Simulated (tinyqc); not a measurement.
Rigid-ion and shell models of the dielectric response of an ionic crystal: one step, computed by the program tinyqc.

Charges +Z and -Z; 6 nearest neighbours, Madelung constant M = 1.747565, volume per ion pair Omega = 2.000000 d^3. Energy per pair U = -M Z^2 e2/d + 6 A exp(-d/rho), e2 = e^2/(4 pi eps_0). In the shell model the anion is a core of charge Y - Z and a massless shell of charge -Y, joined by the spring k; the repulsion acts on the shell. Each ion feels the Lorentz field E + (4 pi/3) P (Gaussian units).

Problem. Rigid ions. With C = 4 pi Z^2 e2/(3 Omega): mu lambda_TO = R - C, mu lambda_LO = R + 2 C; eps_inf = 1 and eps_s = lambda_LO/lambda_TO. lambda in eV/(angstrom^2 u) gives the wavenumber 15.6333042 x 33.35640952 x sqrt(lambda); mu is the reduced mass.

Inputs (values chosen for the exercise, for a model crystal): ionic charge Z = 1 e; cation mass = 174 u; anion mass = 32.06 u.

Structure: rock salt.

volume Omega = 69.29195 angstrom^3

repulsive spring R = 1.617289 eV/angstrom^2

Constants: e^2/(4 pi eps_0) = 14.39964548 eV angstrom; nu for 1 eV/(angstrom^2 u) = 15.6333042 THz; 1 THz = 33.35640952 1/cm.

Give: Coulomb spring C; omega_TO, rigid ions; omega_LO, rigid ions; eps_s, rigid ions.

Solution.

Coulomb spring C = 0.87048 eV/angstrom^2

omega_TO, rigid ions = 86.612 1/cm

omega_LO, rigid ions = 183.67 1/cm

eps_s, rigid ions = 4.4968
